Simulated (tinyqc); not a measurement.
## Thickness from two neighbouring fringes

Problem. At normal incidence a transparent film with an index between those of air and substrate, taken as constant, has reflectance minima at 2 n1 d = (m + 1/2) lam (small phase shifts at the substrate neglected). Find d and the order m of the shorter wavelength.

Inputs (values chosen for the exercise): index of the transparent film n1 = 1.632.

wavelengths of two neighbouring reflectance minima (nm): [517, 631.88889]

Answer. Neighbouring orders differ by one: 2 n1 d (1/lam1 - 1/lam2) = 1.

d = 871.2 nm
m = 5

Computed by the program tinyqc: `OMP_NUM_THREADS=1 python tinyqc.py 2870155 2870156 out.jsonl`, one thread of a shared Intel Xeon 2.30GHz, about 0.5 s for the whole run.
